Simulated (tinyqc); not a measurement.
Valence-band offset from core levels (Kraut method), with the dipole against the affinity rule: two steps of the calculation.

Binding energies are counted downwards from the Fermi level. dEv > 0 means that the valence edge of B lies below that of A, dEc > 0 that the conduction edge of B lies above that of A; dEc + dEv = EgB - EgA. The spectra are made-up values treated as data.

Parameters, values chosen for the exercise; gaps and affinities close to those of In0.53Ga0.47As (A) and aluminium oxide (B):
```
symbol   value  unit                                        meaning
EgA       0.74    eV                         gap of the substrate A
EgB       8.94    eV                         gap of the overlayer B
chiA      4.44    eV                         electron affinity of A
chiB      0.99    eV                         electron affinity of B
cA       77.64    eV                           core level of bare A
cB       99.95    eV                          core level of thick B
vB        2.22    eV                valence-band maximum of thick B
ei         6.8        relative permittivity inside the dipole layer
dd        0.17    nm                  thickness of the dipole layer
iA       77.26    eV         core level of A under a thin film of B
iB      102.83    eV              core level of B in that thin film
```

Constants: q = 1.602176634e-19 C, eps0 = 8.8541878128e-14 F/cm where lengths are in cm. Results are converted to the units shown.

Question 1. Offsets. dEv = (iB - iA) - (cB - vB) + (cA - vA), dEc = EgB - EgA - dEv.

vA = 0.28581940 eV

Give: cA - vA; cB - vB; iB - iA; dEv; dEc.

Answer 1.

cA - vA = 77.354 eV
cB - vB = 97.730 eV
iB - iA = 25.570 eV
dEv = 5.1942 eV
dEc = 3.0058 eV

The alignment is type I (straddling). Both offsets exceed 1 eV, the usual requirement for a gate dielectric. A rigid shift of all levels, by charging or doping, cancels in the differences.

Question 2. Interface dipole. The affinity rule gives dEc(0) = chiA - chiB; the dipole step is D = dEc - dEc(0), and two sheets of opposite charge dd apart hold N = eps0 ei |D|/(q dd).

dEc = 3.0058194 eV

Wanted: dEc(0); D; N; field in the dipole layer.

Answer 2.

dEc(0) = 3.4500 eV
D = -0.44418 eV
N = 9.8188e13 cm^-2
field in the dipole layer = 26.128 MV/cm

N is 0.14 elementary charges for each of about 7e14 surface atoms per cm^2.

Program tinyqc, `OMP_NUM_THREADS=1 python tinyqc.py 2410001 2410002 out.jsonl`; Intel Xeon 2.30GHz, shared host, one thread, about 0.01 s.
